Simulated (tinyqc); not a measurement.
Pillar capacitor in an array: capacitance, non-linearity, leakage and relaxation: two steps of the calculation.

A film between two metal electrodes, each interface adding a series capacitance ci. The small-signal permittivity is ek (1 + aq E^2); the field is found with the linear permittivity. Leakage J = J0 sinh(E/Ef). After a voltage step the film passes a relaxation current kr C V tt^(-nr), tt being the time in seconds. The sidewall is a coaxial capacitor with radii a = dm/2 and b = dm/2 + t, depth AR dm; the end face is left out.

Values chosen for this exercise; permittivity of the order of that of tantalum oxide: relative permittivity of the film ek = 26.9; film thickness t = 7.1 nm; capacitance of each electrode interface (dead layer and screening) ci = 1000 uF/cm^2; quadratic field coefficient of the permittivity aq = 0.0084 cm^2/MV^2; bias V = 1 V; leakage prefactor J0 = 1.3e-11 A/cm^2; field for an e-fold rise of the leakage Ef = 0.17 MV/cm; diameter of the pillar dm = 50 nm; aspect ratio, depth over diameter AR = 30; pitch of the square array pt = 91 nm; resistivity of the inner electrode rho = 360 uohm cm.

Constants: eps0 = 8.8541878128e-14 F/cm where lengths are in cm. Results are converted to the units shown.

Question 1. Planar capacitance, field and non-linearity. Planar film: Cf = eps0 ek/t, 1/C = 1/Cf + 2/ci, EOT = 3.9 eps0/C, effective permittivity C t/eps0, E = (V/t) C/Cf; quadratic coefficient [C(V)/C - 1]/V^2 with Cf (1 + aq E^2) in C(V).

Give: Cf; C; EOT; effective permittivity; E; quadratic coefficient; J.

Answer 1.

Cf = 3.3546 uF/cm^2
C = 3.3323 uF/cm^2
EOT = 1.0363 nm
effective permittivity = 26.721
E = 1.3991 MV/cm
quadratic coefficient = 16331 ppm/V^2
J = 2.4382e-8 A/cm^2

The interfaces take 0.666 % of the voltage.

Question 2. Cell capacitance, fields and time constant. Per length 1/c = ln(b/a)/(2 pi eps0 ek) + (1/a + 1/b)/(2 pi ci); cell capacitance c AR dm; per footprint over pt^2; fields c V/(2 pi eps0 ek r) at r = a and b; resistance of the inner electrode rho AR dm/(pi a^2); time constant R C/3 of the distributed line.

Find: a; b; cell capacitance; capacitance per footprint; field at a; field at b; R; R C/3.

Answer 2.

a = 25.000 nm
b = 32.100 nm
cell capacitance = 8.9193 fF
capacitance per footprint = 107.71 uF/cm^2
field at a = 1.5894 MV/cm
field at b = 1.2378 MV/cm
R = 2.7502 kohm
R C/3 = 8.1766 ps

The array gives 32.3 times the planar capacitance per footprint; curvature makes the field at the inner electrode 1.14 times the planar value.

tinyqc, about 0.01 s, one thread, Intel Xeon 2.30GHz (shared host): `OMP_NUM_THREADS=1 python tinyqc.py 2102071 2102072 out.jsonl`
